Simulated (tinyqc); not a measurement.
Inputs raised by 5 %, one at a time: precursor delivery by bubblers, mass-transport growth and the solid composition of a III-V alloy. Computed by tinyqc, a small Python program. Command: `OMP_NUM_THREADS=1 python tinyqc.py 3020922 3020923 out.jsonl movpe_thermo sens`. One thread of a shared host (Intel(R) Xeon(R) Processor @ 2.30GHz), about 0.02 s of CPU time with the checks.

1 sccm = 44.615 micromol/min; 1 torr = 133.322 Pa. The sources decompose fully at the surface.

Inputs (values chosen for the exercise, modelled on triethylgallium (source 1) and trimethylindium (source 2) for the vapour pressures):
```
quantity                                                value      unit
bath temperature T1                                       301         K
bath temperature T2                                       288         K
bubbler pressure p_b                                     1400      torr
carrier flow F1                                            27      sccm
carrier flow F2                                            37      sccm
total flow F_t                                            7.2       slm
group-V flow F_V                                          270      sccm
reactor pressure p                                        760      torr
growth temperature T                                     1060         K
diffusivity at 273 K and 760 torr                        0.42    cm^2/s
flow cross-section A                                       71      cm^2
distance from the leading edge z                          7.4        cm
lattice constant a                                       5.57  angstrom
interaction L0 of the solid                              9.31    kJ/mol
vapour fraction x_v of D among the group-V sources       0.35         -
exchange energy dG_x of AC + (1/2) D2 -> AD + (1/2) C2    -24    kJ/mol
```

Alloy: mixing on the group-V sites.

constants a, b of source 1 (log10 torr, K): 8.109  2162

constants a, b of source 2 (log10 torr, K): 10.55  3014

Constants: k_B = 1.380649e-23 J/K; R = 8.314462618 J/(mol K).

Method:
- log10 p_v = a - b/T_bath; molar flow = F x 44.615 x p_v/(p_b - p_v) for a saturated bubbler.
- p_i = p n_i/(44615 F_t), F_t in slm; p_V = p F_V/(1000 F_t), counted per molecule supplied; V/III = 44.615 F_V/(n1 + n2); vapour fraction of source 2 = n2/(n1 + n2).
- Mean velocity u = (F_t/A)(760/p)(T/273); D = D0 (T/273)^1.75 (760/p); boundary layer delta = sqrt(pi D z/u); flux = D dp/(delta k_B T); growth rate = flux x a^3/4.
- At high V/III the group-V pressures at the surface equal those supplied, as dimers: p_D2/p_C2 = x_v/(1 - x_v). Equilibrium of the solid AC(1-x)D(x), A standing for the mix of both group-III metals: ln[x/(1 - x)] + L0 (1 - 2x)/(R T) = -dG_x/(R T) + (1/2) ln[x_v/(1 - x_v)]. Growth rate = rate per torr x (p_1 + p_2). Sensitivity dx/dx_v = [1/(2 x_v (1 - x_v))]/[1/(x (1 - x)) - 2 L0/(R T)].

Runs:
```
input moved                                                      from     to  molar flow 1 (micromol/min)  V/III ratio  vapour fraction of source 2  solid fraction x
base run                                                            -      -                        7.305         1378                       0.1641            0.9678
bath temperature T2 (K)                                           288  302.4                        7.305         1018                       0.3826            0.9678
carrier flow F1 (sccm)                                             27  28.35                        7.670         1323                       0.1575            0.9678
carrier flow F2 (sccm)                                             37  38.85                        7.305         1367                       0.1709            0.9678
group-V flow F_V (sccm)                                           270  283.5                        7.305         1447                       0.1641            0.9678
reactor pressure p (torr)                                         760    798                        7.305         1378                       0.1641            0.9678
growth temperature T (K)                                         1060   1113                        7.305         1378                       0.1641            0.9613
exchange energy dG_x of AC + (1/2) D2 -> AD + (1/2) C2 (kJ/mol)   -24  -25.2                        7.305         1378                       0.1641            0.9720
```

Exponents ln(y'/y) / ln(x'/x):
```
input                                                   molar flow 1  V/III ratio  vapour fraction of source 2  solid fraction x
bath temperature T2                                                0       -6.210                       17.347             0.000
carrier flow F1                                                    1       -0.839                       -0.839             0.000
carrier flow F2                                                    0       -0.168                        0.832             0.000
group-V flow F_V                                                   0        1.000                        0.000             0.000
reactor pressure p                                                 0        0.000                        0.000             0.000
growth temperature T                                               0        0.000                        0.000            -0.138
exchange energy dG_x of AC + (1/2) D2 -> AD + (1/2) C2             0        0.000                        0.000             0.089
```

Among the inputs moved here: molar flow 1 answers most in size to carrier flow F1 (exponent +1.000); its exponent is below 0.0005 for bath temperature T2, carrier flow F2, group-V flow F_V, reactor pressure p, growth temperature T, exchange energy dG_x of AC + (1/2) D2 -> AD + (1/2) C2. V/III ratio answers most in size to bath temperature T2 (exponent -6.210), next to group-V flow F_V (+1.000); its exponent is below 0.0005 for reactor pressure p, growth temperature T, exchange energy dG_x of AC + (1/2) D2 -> AD + (1/2) C2. Vapour fraction of source 2 answers most in size to bath temperature T2 (exponent +17.347), next to carrier flow F1 (-0.839); its exponent is below 0.0005 for group-V flow F_V, reactor pressure p, growth temperature T, exchange energy dG_x of AC + (1/2) D2 -> AD + (1/2) C2. Solid fraction x answers most in size to growth temperature T (exponent -0.138), next to exchange energy dG_x of AC + (1/2) D2 -> AD + (1/2) C2 (+0.089); its exponent is below 0.0005 for bath temperature T2, carrier flow F1, carrier flow F2, group-V flow F_V, reactor pressure p.

Caution (all rows): the boundary layer is a quarter or more of the root of the cross-section, so it fills much of the channel and depletion along the flow matters.

Extremes, crossings and ranges named in words are read from the listed rows.
